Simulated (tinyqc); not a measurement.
Worked calculation: Luttinger-Kohn k.p, four valence bands. One step of it, computed by the program tinyqc.

Task: Bloch Hamiltonian at k. P = c g1 k^2, Q = c g2 (kx^2 + ky^2 - 2 kz^2), R = c sqrt3 [-g2 (kx^2 - ky^2) + 2i g3 kx ky], S = 2 c sqrt3 g3 (kx - i ky) kz, c = hbar^2/2m = 3.809982 eV angstrom^2; rows [P+Q, -S, R, 0], [-S*, P-Q, 0, R], [R*, 0, P-Q, S], [0, R*, S*, P+Q]. The path ends lie at |k| = 0.06 1/angstrom.

Luttinger parameters chosen for this model; energies are counted downward from the top of the valence band:
```
parameter      value  unit
g1         17.020000
g2          3.490000
g3          5.430000
```

k point k (1/angstrom): 0.008000  0.050000  0.007000

Give: H(k) at k.

Result:

H(k) at k (eV):
```
                  3/2              1/2            -1/2            -3/2
3/2            0.2022  -0.0040+0.0251i  0.0561+0.0287i          0.0000
1/2   -0.0040-0.0251i           0.1367          0.0000  0.0561+0.0287i
-1/2   0.0561-0.0287i           0.0000          0.1367  0.0040-0.0251i
-3/2           0.0000   0.0561-0.0287i  0.0040+0.0251i          0.2022
```
